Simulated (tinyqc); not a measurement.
Short-channel transistor, virtual-source model with series resistance: two steps of the calculation.

The current per gate width is the charge at the top of the source barrier (the virtual source) times its velocity times a saturation function; al and be are fitting constants of the model. Units: I in uA/um, Rs in ohm um, so I Rs = 1e-6 I Rs in volts; Q in uC/cm^2, so I = 1e-4 Q vx0 Fsat with vx0 in cm/s.

Parameters, values chosen for the exercise: temperature T = 350 K; inversion capacitance Cinv = 3.8 uF/cm^2; velocity at the virtual source vx0 = 2.88e7 cm/s; apparent mobility mu = 1100 cm^2/(V s); channel length L = 20 nm; threshold at zero drain voltage VT0 = 0.268 V; drain-induced barrier lowering dl = 0.057 V/V; subthreshold factor n0 = 1.05; growth of n with drain voltage nd = 0 1/V; threshold shift (in units of Vt) from weak to strong inversion al = 3.5; sharpness of saturation be = 1.6; series resistance of each contact Rs = 150 ohm um; gate voltage Vgs = 0.27 V; drain voltage Vds = 0.05 V.

Constants: q = 1.602176634e-19 C, kB = 1.380649e-23 J/K, Vt = kB T/q. Results are converted to the units shown.

Task 1. Current through the series resistance. Intrinsic voltages Vg' = Vgs - I Rs, Vd' = Vds - 2 I Rs. n = n0 + nd Vd', VT = VT0 - dl Vd', Ff = 1/(1 + exp((Vg' - VT + al Vt/2)/(al Vt))), Q = Cinv n Vt ln(1 + exp((Vg' - VT + al Vt Ff)/(n Vt))), Vdsat = (vx0 L/mu)(1 - Ff) + Vt Ff, Fsat = u/(1 + u^be)^(1/be) with u = Vd'/Vdsat, and I(out) = Q vx0 Fsat per width. (Fsat takes the sign of u.) Newton step: I(new) = I + (I(out) - I)/(1 - s), s = dI(out)/dI by a central difference with +/- 0.001 uA/um.

I at the start = 0 uA/um

Give: Vg'; Vd'; VT; Ff; Q; Vdsat; Fsat; I(out); s; I after iteration 1.

Result 1.

Vg' = 0.2700 V
Vd' = 0.05000 V
VT = 0.2651 V
Ff = 0.3668
Q = 0.1927 uC/cm^2
Vdsat = 0.04422 V
Fsat = 0.6874
I(out) = 381.5 uA/um
s = -1.771
I after iteration 1 = 137.7 uA/um

Task 2. What the series resistance costs. n = n0 + nd Vd', VT = VT0 - dl Vd', Ff = 1/(1 + exp((Vg' - VT + al Vt/2)/(al Vt))), Q = Cinv n Vt ln(1 + exp((Vg' - VT + al Vt Ff)/(n Vt))), Vdsat = (vx0 L/mu)(1 - Ff) + Vt Ff, Fsat = u/(1 + u^be)^(1/be) with u = Vd'/Vdsat, and I = Q vx0 Fsat per width. I0 is the current for Rs = 0. Effective velocity I/Q; transit time L Q/I.

converged I = 121.71796 uA/um
I0 = 381.45610 uA/um

Wanted: loss against I0; effective velocity; transit time.

Result 2.

loss against I0 = 68.09 %
effective velocity = 8.214e6 cm/s
transit time = 0.2435 ps

Computed by the program tinyqc: `OMP_NUM_THREADS=1 python tinyqc.py 2380102 2380103 out.jsonl`, one thread of a shared Intel Xeon 2.30GHz, about 0.01 s for the whole run.
